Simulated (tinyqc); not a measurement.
RKS/LDA (VWN5) in the sto-6g basis, for HeH+, spin multiplicity 1, step by step. Computed by tinyqc, a small Python program that keeps every step (integrals from PySCF). Settings: charge = 1, multiplicity = 1, basis = sto-6g, energy threshold = 1e-08, iteration cap = 55, orthogonalisation = canonical, start = highest core orbitals, DIIS depth = 0, damping = 0.2, method = RKS, functional = lda,vwn, grid = [10, 50]. Command: `OMP_NUM_THREADS=1 python tinyqc.py 28854 28855 out.jsonl` (the two numbers bound the seeds that draw the settings). One thread of a shared host (Intel(R) Xeon(R) Processor @ 2.60GHz), about 0.2 s of CPU time with the checks. Later iterations appear only in the table of the cycle.

## One-electron integrals

Geometry (angstrom):
```
atom,x,y,z
He,0.00000,0.00000,0.00000
H,0.00000,0.00000,1.24100
```

Basis sto-6g: exponents (1/bohr^2) and contraction coefficients of normalised primitives:
```
element,l (shell),exponent,coefficient
He,s (1),65.98457,0.00916
He,s (1),12.09820,0.04936
He,s (1),3.38464,0.16854
He,s (1),1.16272,0.37056
He,s (1),0.45152,0.41649
He,s (1),0.18596,0.13033
H,s (1),35.52322,0.00916
H,s (1),6.51314,0.04936
H,s (1),1.82214,0.16854
H,s (1),0.62596,0.37056
H,s (1),0.24308,0.41649
H,s (1),0.10011,0.13033
```

Overlap, kinetic and nuclear-attraction integrals over the contracted functions; the nuclear repulsion is the sum of Za Zb / Rab.

nuclear repulsion = 0.8528239 hartree

overlap S:
```
,1He 1s,2H 1s
1He 1s,1.00000,0.26999
2H 1s,0.26999,1.00000
```

kinetic energy T (hartree):
```
,1He 1s,2H 1s
1He 1s,1.42753,0.01949
2H 1s,0.01949,0.76852
```

nuclear attraction V (hartree):
```
,1He 1s,2H 1s
1He 1s,-3.80445,-0.66245
2H 1s,-0.66245,-2.08245
```

core Hamiltonian H = T + V (hartree):
```
,1He 1s,2H 1s
1He 1s,-2.37692,-0.64296
2H 1s,-0.64296,-1.31393
```

## Two-electron integrals

Functions are numbered as in S; the eight-fold symmetry (ij|kl) = (ji|kl) = (kl|ij) leaves the list below.

Two-electron integrals (ij|kl) in chemists' order, unique and non-zero (hartree):
```
i,j,k,l,(ij|kl)
1,1,1,1,1.05625
2,1,1,1,0.19574
2,1,2,1,0.04992
2,2,1,1,0.41507
2,2,2,1,0.15175
2,2,2,2,0.77500
```

## Orthogonalisation

S = U s U^T; canonical form X = U s^(-1/2), so that X^T S X = 1. Each column of U has its largest component positive (the first on a tie).

eigenvalues of S: 0.73001  1.26999

X:
```
,1,2
1He 1s,0.82760,0.62746
2H 1s,-0.82760,0.62746
```

## Starting guess

The start is the highest orbitals of the core Hamiltonian (a deliberately bad start); D = 2 C_occ C_occ^T.

D at the start:
```
,1He 1s,2H 1s
1He 1s,0.15849,-0.58472
2H 1s,-0.58472,2.15725
```

## Iteration 1: exchange-correlation on the grid

Becke grid with 10 radial and 50 angular points per atom, points of zero weight dropped. rho = sum D_ij phi_i phi_j; V_xc,ij = sum w v_xc phi_i phi_j; v_xc is d(rho eps)/d rho.

The 12 grid points with the largest w rho, of 994 (bohr, atomic units):
```
x,y,z,w,rho,eps_xc,v_xc
0.59314,-0.59314,1.77942,0.31312,0.09535,-0.39046,-0.51032
0.59314,0.59314,1.77942,0.31312,0.09535,-0.39046,-0.51032
-0.59314,0.59314,1.77942,0.31312,0.09535,-0.39046,-0.51032
-0.59314,-0.59314,1.77942,0.31312,0.09535,-0.39046,-0.51032
0.00000,0.74840,3.09355,0.18088,0.09356,-0.38818,-0.50733
0.74840,0.00000,3.09355,0.18088,0.09356,-0.38818,-0.50733
0.00000,-0.74840,3.09355,0.18088,0.09356,-0.38818,-0.50733
-0.74840,0.00000,3.09355,0.18088,0.09356,-0.38818,-0.50733
-0.74840,0.74840,2.34515,0.17550,0.09105,-0.38496,-0.50309
0.74840,-0.74840,2.34515,0.17550,0.09105,-0.38496,-0.50309
0.74840,0.74840,2.34515,0.17550,0.09105,-0.38496,-0.50309
-0.74840,-0.74840,2.34515,0.17550,0.09105,-0.38496,-0.50309
```

electrons on the grid, sum of w rho = 2.00239

E_xc = sum of w rho eps_xc = -0.7854928 hartree

V_xc (hartree):
```
,1He 1s,2H 1s
1He 1s,-0.24369,-0.07767
2H 1s,-0.07767,-0.50053
```

## Iteration 1: building the Kohn-Sham matrix

J_ij = sum D_kl (ij|kl); F = H + J + V_xc; E = tr D H + tr D J / 2 + E_xc + E_nn.

Coulomb J (hartree):
```
,1He 1s,2H 1s
1He 1s,0.83391,0.30002
2H 1s,0.30002,1.56018
```

Kohn-Sham matrix F (hartree):
```
,1He 1s,2H 1s
1He 1s,-1.78670,-0.42061
2H 1s,-0.42061,-0.25428
```

total energy of this density = -0.8184456 hartree

This density is the starting one.

## Iteration 1: diagonalisation and new density

Diagonalise F' = X^T F X, C = X C', fill 1 alpha and 1 beta electrons from the bottom; D = 2 C_occ C_occ^T; the new density keeps 0.2 of the old one (damping). Each column has its largest component positive (the first on a tie).

F' = X^T F X (hartree):
```
,1,2
1,-0.82174,-0.79576
2,-0.79576,-1.13473
```

orbital energies (hartree): MO1 -1.78924, MO2 -0.16723

coefficients C:
```
,MO1,MO2
1He 1s,1.01032,-0.24059
2H 1s,-0.04112,1.03776
```

D after iteration 1:
```
,1He 1s,2H 1s
1He 1s,1.66489,-0.18342
2H 1s,-0.18342,0.43416
```

## Iteration 2: exchange-correlation on the grid

As before.

The 12 grid points with the largest w rho, of 994 (bohr, atomic units):
```
x,y,z,w,rho,eps_xc,v_xc
0.00000,0.46898,-0.46898,0.05294,0.26907,-0.53776,-0.70454
0.00000,-0.46898,-0.46898,0.05294,0.26907,-0.53776,-0.70454
-0.46898,0.00000,-0.46898,0.05294,0.26907,-0.53776,-0.70454
0.46898,0.00000,-0.46898,0.05294,0.26907,-0.53776,-0.70454
-0.46898,-0.46898,0.00000,0.05294,0.26721,-0.53660,-0.70301
0.46898,-0.46898,0.00000,0.05294,0.26721,-0.53660,-0.70301
-0.46898,0.46898,0.00000,0.05294,0.26721,-0.53660,-0.70301
0.46898,0.46898,0.00000,0.05294,0.26721,-0.53660,-0.70301
-0.46898,0.00000,0.46898,0.05294,0.26387,-0.53452,-0.70026
0.46898,0.00000,0.46898,0.05294,0.26387,-0.53452,-0.70026
0.00000,0.46898,0.46898,0.05294,0.26387,-0.53452,-0.70026
0.00000,-0.46898,0.46898,0.05294,0.26387,-0.53452,-0.70026
```

electrons on the grid, sum of w rho = 2.00223

E_xc = sum of w rho eps_xc = -0.8793870 hartree

V_xc (hartree):
```
,1He 1s,2H 1s
1He 1s,-0.63104,-0.11043
2H 1s,-0.11043,-0.32576
```

## Iteration 2: building the Kohn-Sham matrix

As before.

Coulomb J (hartree):
```
,1He 1s,2H 1s
1He 1s,1.86693,0.37346
2H 1s,0.37346,0.97185
```

Kohn-Sham matrix F (hartree):
```
,1He 1s,2H 1s
1He 1s,-1.14103,-0.37993
2H 1s,-0.37993,-0.66784
```

total energy of this density = -2.6218696 hartree

This density is a damped mixture and is not idempotent.

## Iteration 2: diagonalisation and new density

As before.

F' = X^T F X (hartree):
```
,1,2
1,-0.71849,-0.24572
2,-0.24572,-1.01131
```

orbital energies (hartree): MO1 -1.15093, MO2 -0.57887

coefficients C:
```
,MO1,MO2
1He 1s,0.95440,-0.40957
2H 1s,0.13668,1.02954
```

D after iteration 2:
```
,1He 1s,2H 1s
1He 1s,1.79038,0.17204
2H 1s,0.17204,0.11672
```

## Iteration 14 (converged): orbitals

converged F (hartree):
```
,1He 1s,2H 1s
1He 1s,-1.03656,-0.36848
2H 1s,-0.36848,-0.67507
```

Diagonalise F' = X^T F X, C = X C', fill 1 alpha and 1 beta electrons from the bottom; D = 2 C_occ C_occ^T. Each column has its largest component positive (the first on a tie).

F' = X^T F X (hartree):
```
,1,2
1,-0.66757,-0.18772
2,-0.18772,-0.96402
```

orbital energies (hartree): MO1 -1.05498, MO2 -0.57661

coefficients C:
```
,MO1,MO2
1He 1s,0.92554,-0.47116
2H 1s,0.20378,1.01838
```

D after iteration 14:
```
,1He 1s,2H 1s
1He 1s,1.71327,0.37721
2H 1s,0.37721,0.08305
```

## Convergence

Stop when the energy changes by less than 1e-08 hartree and every element of the error matrix X^T (F D S - S D F) X is below 3e-05.

Course of the cycle:
```
iteration,E (hartree),change,largest element of the error matrix
1,-0.8184456,-,1.32e-01
2,-2.6218696,-1.80e+00,1.24e-01
3,-2.8081793,-1.86e-01,8.58e-02
4,-2.8470789,-3.89e-02,3.36e-03
5,-2.8549476,-7.87e-03,3.59e-03
6,-2.8565248,-1.58e-03,1.53e-04
7,-2.8568404,-3.16e-04,1.37e-04
8,-2.8569035,-6.31e-05,7.39e-06
9,-2.8569162,-1.26e-05,5.25e-06
10,-2.8569187,-2.52e-06,3.41e-07
11,-2.8569192,-5.05e-07,2.01e-07
12,-2.8569193,-1.01e-07,1.53e-08
13,-2.8569193,-2.02e-08,7.76e-09
14,-2.8569193,-4.04e-09,6.67e-10
```

PySCF RKS in the same basis, fine grid = -2.8554962 hartree

Converged in 14 iterations. The coarse grid moves the energy by -1.42e-03 hartree.

## Populations, bond orders and dipole

Mulliken: Z minus the diagonal of D S on the atom; Loewdin: the same with S^(1/2) D S^(1/2); Mayer order: 2 sum_s sum (D(s) S)_ij (D(s) S)_ji over the two atoms.

Charges (e):
```
atom,Mulliken,Loewdin
1He,0.18489,0.21516
2H,0.81511,0.78484
```

Mayer bond orders:
```
pair,order
2-1,0.33560
```

dipole moment about the origin, x y z (debye): 0.00000  0.00000  4.98926
